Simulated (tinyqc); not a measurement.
Schottky barrier on an n-type semiconductor with a doping step, non-linear Poisson equation by Newton steps: one step of the calculation.

One dimension, metal at x = 0, donor density C(x) = N1 for x < x1 and Nd beyond. Energies are counted from the electron Fermi level of the semiconductor and the conduction-band edge is Ec = -psi, so n = Nc exp(psi/Vt); holes follow the Fermi level of the metal, at -V, so p = Nv exp((V - psi - Eg)/Vt). Ends: psi(0) = V - phiB and psi = Vt ln(Nd/Nc) deep inside. Boltzmann statistics, full ionisation, no current, no image force in the Poisson equation.

Problem. Newton step. Solve the tridiagonal system a_(i-1) d_(i-1) + b_i d_i + a_i d_(i+1) = -F_i for nodes 1 to 13, with d = 0 on fixed nodes. Half of the step is added while the largest |d| exceeds 1.5 Vt, the full step after that.

Values chosen for this exercise:
- T = 300 K (temperature)

Constants: q = 1.602176634e-19 C, kB = 1.380649e-23 J/K, Vt = kB T/q. Results are converted to the units shown.

coupling a_i, interval 0 to 13 (F/cm^2): 3.5416751e-7  3.1924959e-7  2.8692052e-7  2.6356652e-7  2.3611168e-7  2.0987704e-7  1.9209085e-7  1.7171758e-7  1.5740778e-7  1.3991803e-7  1.2734113e-7  1.1447839e-7  1.0397578e-7  9.3664136e-8

```
node	diagonal b (F/cm^2)	residual F (C/cm^2)
1	-6.7341716e-7	-3.5958843e-9
2	-6.0617011e-7	-3.9954280e-9
3	-5.5048704e-7	-4.3949813e-9
4	-4.9967961e-7	-4.8516659e-9
5	-4.4632230e-7	-5.8435918e-9
6	-4.4840681e-7	-5.0735916e-9
7	-7.2458059e-7	-3.5226053e-9
8	-8.8308661e-7	-4.5451026e-11
9	-9.5251673e-7	-1.4396330e-12
10	-1.0034083e-6	-3.2118367e-14
11	-1.0572276e-6	-5.2708857e-16
12	-1.1207888e-6	-6.1835658e-18
13	-1.1954348e-6	~0
```

psi after iteration 1, node 0 to 14 (V): -1.0000000  -0.8553152  -0.7072547  -0.5579023  -0.4137465  -0.2755376  -0.1505798  -0.1001895  -0.0916607  -0.0899894  -0.0897013  -0.0896596  -0.0896544  -0.0896539  -0.0896538

Give: Newton step d, before damping; psi after iteration 2.

Solution.

Newton step d, before damping, node 1 to 13 (V): -0.0427  -0.0787  -0.1049  -0.1167  -0.1094  -0.0735  -0.0256  -0.0052  -0.0009  -0.0001  0.0000  0.0000  0.0000
psi after iteration 2, node 0 to 14 (V): -1.000  -0.877  -0.747  -0.610  -0.472  -0.330  -0.187  -0.113  -0.094  -0.090  -0.090  -0.090  -0.090  -0.090  -0.090

Computed by the program tinyqc: `OMP_NUM_THREADS=1 python tinyqc.py 2020145 2020146 out.jsonl`, one thread of a shared Intel Xeon 2.30GHz, about 0.2 s for the whole run.

~0 in a residual or rate marks an entry under 1e-11 of the largest of its column.
